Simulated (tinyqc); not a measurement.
## Trap density from the leakage

Question. Trap-assisted leakage is J = q Nt times the integral over x of the rate through one trap. Find Nt, the areal density Nt t and the mean in-plane spacing (Nt t)^(-1/2).

Values chosen for this exercise: thickness t = 4 nm.

Constants: q = 1.602176634e-19 C. Results are converted to the units shown.

J = 7.7009166e-6 A/cm^2
integral of the rate over x = 87.391529 nm/s

Solution. J is proportional to Nt.

Nt = 5.500e18 cm^-3
Nt t = 2.200e12 cm^-2
in-plane spacing = 6.742 nm

Computed by the program tinyqc: `OMP_NUM_THREADS=1 python tinyqc.py 2370010 2370011 out.jsonl`, one thread of a shared Intel Xeon 2.30GHz, about 0.04 s for the whole run.
